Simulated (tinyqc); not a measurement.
Worked calculation: plane-wave Kohn-Sham cycle with exchange-only LDA in a layered model solid. Computed by tinyqc, a small Python program that keeps every step. Settings: points = 16, plane-wave index or count = 3, electrons = 2, k points = 3, area = 25.0, mixing = 0.1, iteration cap = 77. Command: `OMP_NUM_THREADS=1 python tinyqc.py 31858 31859 out.jsonl` (the two numbers bound the seeds that draw the settings). One thread of a shared host (Intel(R) Xeon(R) Processor @ 2.60GHz), about 0.03 s of CPU time with the checks.

A solid whose potential varies along x alone (atomic units):
```
parameter                      value
period a                   12.900000
cross-section of the cell  25.000000
electrons per cell                 2
grid points                       16
plane waves -n..n, n               3
k points                           3
V1 in V1 cos(2 pi x/a)     -0.790000
```

Stop when sqrt(dV sum R^2) is below 1e-8, dV = a A/N.

Course of the cycle:
```
iteration  E (hartree)  norm of the residual
1           -1.4329499              1.66e-01
2           -1.3545369              1.48e-01
3           -1.2903804              1.31e-01
4           -1.2386459              1.16e-01
5           -1.1973024              1.02e-01
6           -1.1644790              9.02e-02
7           -1.1385577              7.94e-02
8           -1.1181808              6.98e-02
9           -1.1022285              6.13e-02
10          -1.0897879              5.38e-02
11          -1.0801212              4.72e-02
...                ...                   ...
67          -1.0487701              1.43e-04
68          -1.0487702              1.30e-04
69          -1.0487703              1.18e-04
70          -1.0487704              1.07e-04
71          -1.0487705              9.69e-05
72          -1.0487705              8.79e-05
73          -1.0487706              7.97e-05
74          -1.0487706              7.22e-05
75          -1.0487706              6.54e-05
76          -1.0487706              5.93e-05
77          -1.0487707              5.37e-05
```

Can the last value be used, and what does the course show?

Not by the stop rule, although the second column moves by less than 1e-07 over the last three steps. Not converged within 77 iterations: the residual falls steadily but slowly, by a factor of about 0.91 a step. Reruns (cap 100 unless said): mixing 0.5, Kerker q0 1.0: not converged; mixing 0.3, Pulay depth 5: converged in 11 (E = -1.04877); the original settings with a cap of 400: converged in 162 (E = -1.04877).
